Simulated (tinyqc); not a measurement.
Inside a calculation. Model: physical sputtering: collision-cascade yield, angular dependence, faceting and resputtering in deposition. Computed by tinyqc, a small Python program that keeps every step. Command: `OMP_NUM_THREADS=1 python tinyqc.py 3018760 3018761 out.jsonl sputter walk`. One thread of a shared host (Intel(R) Xeon(R) Processor @ 2.30GHz), about 0.01 s of CPU time with the checks. Intermediate numbers are printed to about 5 digits and carried at full precision; extremes and crossings named in words are read from the listed rows.

Ions start collision cascades; atoms that reach the surface with more than U leave. The target is amorphous or fine-grained.

Inputs (values chosen for the exercise, modelled on gallium ions on copper):
```
quantity                                                  value     unit
ion Z1                                                       31        -
ion mass M1                                                69.7        u
target Z2                                                    29        -
target mass M2                                            63.55        u
surface binding energy U                                   3.49       eV
target density N                                           84.9   1/nm^3
fit factor Q                                                1.1        -
ion energy E                                               8800       eV
current density J                                           1.3  mA/cm^2
angular exponent f                                          1.9        -
angle of the largest yield                                   60  degrees
angle of incidence                                           75  degrees
deposition rate over sputter rate on a flat surface, D/S    2.7        -
```

Constants: e = 1.602176634e-19 C.

## Yield at normal incidence

gamma = 4 M1 M2/(M1 + M2)^2; threshold E_th = 6.7 U/gamma for M1 >= M2, else U (1 + 5.7 M1/M2)/gamma. eps = 0.03255 M2 E/(Z1 Z2 (M1 + M2) z), z = (Z1^(2/3) + Z2^(2/3))^(1/2), E in eV; s_n = 3.441 sqrt(eps) ln(eps + 2.718)/(1 + 6.355 sqrt(eps) + eps (6.882 sqrt(eps) - 1.708)); S_n = 84.78 Z1 Z2 M1 s_n/((M1 + M2) z) in eV angstrom^2; alpha = 0.249 (M2/M1)^0.56 + 0.0035 (M2/M1)^1.5 for M1 <= M2, else 0.0875 (M2/M1)^(-0.15) + 0.165 M2/M1; Y0 = 0.042 Q alpha S_n/U [1 - sqrt(E_th/E)]^2.5 (the electronic-loss factor of the full formula is dropped). Erosion rate = Y0 J/(e N); 1 cm^2 = 1e14 nm^2.

energy transfer factor gamma = 0.99787

threshold E_th = 23.433 eV

reduced energy eps = 0.034583

nuclear stopping S_n = 2712.8 eV angstrom^2

alpha = 0.23916

yield Y0 = 7.5233 atoms per ion

erosion rate = 431.41 nm/min

The threshold factor is 0.876; the energy cost is 1170 eV per removed atom, 335 times U.

## Oblique incidence

Angular law: Y/Y0 = t^f exp(-f cos(a_opt)(t - 1)), t = 1/cos(angle), largest at a_opt. A plane tilted by the angle recedes along the beam at a speed proportional to Y(angle), and along its own normal as Y cos(angle).

Y/Y0 at the angle = 0.85862

yield at the angle = 6.4597 atoms per ion

normal speed relative to a flat surface = 0.22223

largest Y/Y0 = 1.4434

## Deposition with resputtering

With a directional flux, net growth along the beam is D - S Y(angle)/Y0. Slopes where Y/Y0 exceeds D/S are etched: solve Y/Y0 = D/S below a_opt, if the largest Y/Y0 exceeds D/S. The normal speed is largest where f (1 - cos(a_opt)/cos(angle)) = 1, cos(angle) = f cos(a_opt)/(f - 1), or at angle 0 if this exceeds 1.

Angle of zero net growth: none: every slope grows

angle of the largest normal speed = 0 degrees

Deposition outweighs sputtering at every angle, so no slope is cut back.

## Yield over energy

The formulas are those given above.

Normal incidence:
```
E (eV)         eps  S_n (eV angstrom^2)      Y0  Y0 per keV
50      1.9649e-04                401.9   0.071      1.4220
100     3.9299e-04                550.0   0.333      3.3291
200     7.8597e-04                743.8   0.826      4.1307
300     1.1790e-03                881.5   1.230      4.0995
500     1.9649e-03               1082.8   1.863      3.7255
1000    3.9299e-03               1406.5   2.939      2.9394
2000    7.8597e-03               1785.2   4.244      2.1222
5000    1.9649e-02               2349.1   6.229      1.2458
10000   3.9299e-02               2794.5   7.815      0.7815
30000   1.1790e-01               3428.4  10.112      0.3371
100000  3.9299e-01               3697.2  11.262      0.1126
```

The yield per keV peaks at 200 eV among these rows, 9 times the threshold, the most economical range for removing atoms. Y0 varies as E^2.23 between the first rows and as E^0.09 at the end, where nuclear stopping is flattening. Caution: the electronic-loss factor, dropped here, would lower the yields at the highest energies slightly.

Checks made by the program: position of the angular maximum (relative difference below 1e-10).
